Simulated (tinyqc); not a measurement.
Worked calculation: harmonic frequencies on the RHF/sto-6g surface (energies and gradients from PySCF), for H3+, spin multiplicity 1. Computed by tinyqc, a small Python program that keeps every step (integrals from PySCF). Settings: charge = 1, multiplicity = 1, basis = sto-6g, delta = 0.005. Command: `OMP_NUM_THREADS=1 python tinyqc.py 29369 29370 out.jsonl` (the two numbers bound the seeds that draw the settings). One thread of a shared host (Intel(R) Xeon(R) Processor @ 2.60GHz), about 2 s of CPU time with the checks.

## One row of the Hessian: 1Hx

optimised positions (bohr):
```
          x        y        z
1H  -1.0882  -0.0930  -0.0881
2H   0.4142   0.0310   0.9369
3H   0.5493   0.0223  -0.8809
```

gradient at +delta (hartree/bohr):
```
            x          y          z
1H   0.001147   0.000087   0.000064
2H  -0.000518  -0.000045  -0.000542
3H  -0.000629  -0.000043   0.000477
```

gradient at -delta (hartree/bohr):
```
            x          y          z
1H  -0.001113  -0.000084  -0.000060
2H   0.000503   0.000043   0.000493
3H   0.000610   0.000041  -0.000433
```

Displace 1Hx by +/-0.005 bohr; H(k, :) = (g(+) - g(-)) / (2 delta).

row of the Hessian (hartree/bohr^2): 1Hx 0.226005, 1Hy 0.017174, 1Hz 0.012458, 2Hx -0.102097, 2Hy -0.008772, 2Hz -0.103465, 3Hx -0.123908, 3Hy -0.008402, 3Hz 0.091007

## Hessian by finite differences

All rows are made in the same way, and the matrix is symmetrised.

Hessian (symmetrised) (hartree/bohr^2):
```
           1Hx        1Hy        1Hz        2Hx        2Hy        2Hz        3Hx        3Hy
1Hx   0.226005   0.017174   0.012458  -0.102097  -0.008772  -0.103463  -0.123908  -0.008402
1Hy   0.017174   0.001305   0.001543  -0.008269  -0.000705  -0.008217  -0.008904  -0.000600
1Hz   0.012458   0.001543   0.058255  -0.054946  -0.004558  -0.039982   0.042488   0.003015
2Hx  -0.102097  -0.008269  -0.054946   0.089061   0.007407   0.066580   0.013036   0.000862
2Hy  -0.008772  -0.000705  -0.004558   0.007407   0.000619   0.007051   0.001364   0.000086
2Hz  -0.103463  -0.008217  -0.039982   0.066580   0.007051   0.195916   0.036883   0.001166
3Hx  -0.123908  -0.008904   0.042488   0.013036   0.001364   0.036883   0.110872   0.007540
3Hy  -0.008402  -0.000600   0.003015   0.000862   0.000086   0.001166   0.007540   0.000514
3Hz   0.091005   0.006674  -0.018272  -0.011635  -0.002493  -0.155934  -0.079370  -0.004181

           3Hz
1Hx   0.091005
1Hy   0.006674
1Hz  -0.018272
2Hx  -0.011635
2Hy  -0.002493
2Hz  -0.155934
3Hx  -0.079370
3Hy  -0.004181
3Hz   0.174207
```

## Normal modes

masses (u): 1H 1.0078, 2H 2.0141, 3H 1.0078

Diagonalise H_ij / sqrt(m_i m_j); the 6 smallest eigenvalues belong to translations and rotations; wavenumber = sqrt(eigenvalue / 1822.888) x 219474.63; each mode has its largest component positive (the first on a tie); zero-point energy = sum of wavenumbers / 2, with 349.755 1/cm per kcal/mol. A mass of 2.014 u marks deuterium.

eigenvalues of the mass-weighted Hessian (hartree/(bohr^2 u)): 0.0000  0.0000  0.0000  0.0000  0.0000  0.0000  0.1340  0.1423  0.4323

harmonic wavenumbers of the vibrations (1/cm): 1881.5  1939.1  3379.8

mass-weighted modes:
```
      mode 1   mode 2   mode 3
1Hx  -0.1729  -0.5216   0.6480
1Hy  -0.0074  -0.0430   0.0488
1Hz   0.5459  -0.3544  -0.0046
2Hx  -0.2552   0.4013  -0.1706
2Hy  -0.0247   0.0282  -0.0165
2Hz  -0.5284  -0.1957  -0.3548
3Hx   0.5337  -0.0457  -0.4068
3Hy   0.0423   0.0031  -0.0254
3Hz   0.2010   0.6311   0.5062
```

zero-point energy = 10.2936 kcal/mol
